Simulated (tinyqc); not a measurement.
Layer against dose: implant damage, amorphisation by cascade overlap, and solid-phase epitaxial regrowth. Computed by tinyqc, a small Python program. Command: `OMP_NUM_THREADS=1 python tinyqc.py 3112327 3112328 out.jsonl sper walk`. One thread of a shared host (Intel(R) Xeon(R) Processor @ 2.30GHz), about 0.01 s of CPU time with the checks.

Range and width of the damage are inputs. Dynamic annealing enters only through the surviving share f.

Inputs (values chosen for the exercise, modelled on arsenic ions in germanium):
```
quantity                           value    unit
atomic density N                    44.2  1/nm^3
ion Z1                                33       -
ion mass M1                         74.9       u
target Z2                             32       -
target mass M2                     72.63       u
ion energy E                         160     keV
displacement energy E_d               13      eV
depth of the damage peak R_d          71      nm
width of the damage profile s_d       44      nm
share of defects that survive f     0.75       -
critical displaced share x_c        0.15       -
dose Q                           1.1e+15  1/cm^2
```

Constants: a_0 = 0.529177210903 angstrom; e^2/(4 pi eps_0) = 14.39964548 eV angstrom.

Method. Robinson partition: eps = E a M2/(Z1 Z2 (e^2/(4 pi eps_0)) (M1 + M2)), a = 0.8853 a_0/sqrt(Z1^(2/3) + Z2^(2/3)); k = 0.0793 Z1^(2/3) Z2^(1/2) (M1 + M2)^(3/2)/((Z1^(2/3) + Z2^(2/3))^(3/4) M1^(3/2) M2^(1/2)); damage energy T_d = E/(1 + k (eps + 0.40244 eps^(3/4) + 3.4008 eps^(1/6))); displacements nu = 0.8 T_d/(2 E_d). Displaced share x(z) = f nu Q exp(-(z - R_d)^2/(2 s_d^2))/(sqrt(2 pi) s_d N); the layer is amorphous where x > x_c, between R_d -/+ s_d sqrt(2 ln(x_max/x_c)), the upper edge being cut at the surface. Threshold dose Q_c = Q x_c/x_max.

threshold dose Q_c = 3.17318e+13 1/cm^2

displacements per ion nu = 3072.56

Dose series; the last column is f nu Q erfc((z2 - R_d)/(sqrt2 s_d))/2:
```
Q (1/cm^2)   x_max  upper edge (nm)  lower edge (nm)  displaced atoms beyond z2 (1/cm^2)
3.49e+13    0.1650           51.804            90.20                          2.6646e+16
4.76e+13    0.2250           31.375           110.63                          2.0173e+16
7.93e+13    0.3749           11.448           130.55                          1.6073e+16
1.27e+14    0.6003            0.000           144.28                          1.4022e+16
2.22e+14    1.0494            0.000           157.79                          1.2420e+16
3.81e+14    1.8010            0.000           169.10                          1.1316e+16
7.93e+14    3.7486            0.000           182.63                          1.0212e+16
1.59e+15    7.5161            0.000           194.11                          9.4227e+15
```

A dose 46 times larger moves the lower edge from 90.2 to 194 nm, as the root of a logarithm, and the damage beyond it falls by a factor 2.8, since the edge lies on an ever steeper tail. The layer reaches the surface at Q_c exp(R_d^2/(2 s_d^2)) = 1.17e14 per cm^2.
